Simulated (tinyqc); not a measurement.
Time-domain thermoreflectance: layered heat flow under a modulated pulse train, and what the signal ratio measures: one step, computed by the program tinyqc. Command: `OMP_NUM_THREADS=1 python tinyqc.py 3111543 3111544 out.jsonl tdtr walk`. One thread of a shared host (Intel(R) Xeon(R) Processor @ 2.30GHz), about 0.2 s of CPU time with the checks.

Pulses repeat at 80 MHz; heat is laid down at the surface, all layers are isotropic, and the film is in perfect contact with the substrate.

Question. Length and time scales. Penetration depth sqrt(kappa/(pi f C)); effusivity sqrt(kappa C); cooling time of the metal d C_m/G; Kapitza length kappa/G.

Inputs (values chosen for the exercise, modelled on aluminium on germanium):
```
quantity                                value        unit
metal thickness d                          77          nm
metal heat capacity                      2.42  MJ/(m^3 K)
boundary conductance G under the metal     47  MW/(m^2 K)
substrate conductivity kappa             56.4     W/(m K)
substrate heat capacity C                1.73  MJ/(m^3 K)
modulation frequency f                      2         MHz
spot radius w (1/e^2, pump and probe)       6  micrometre
```

Stack: metal, film, substrate.

Give: penetration depth; effusivity; cooling time of the metal; Kapitza length; depth over spot radius.

Answer.

penetration depth = 2.278 micrometre

effusivity = 9878 W s^(1/2)/(m^2 K)

cooling time of the metal = 3965 ps

Kapitza length = 1200 nm

depth over spot radius = 0.3796

The penetration depth is not small against the spot, so radial spreading in the substrate matters at f.
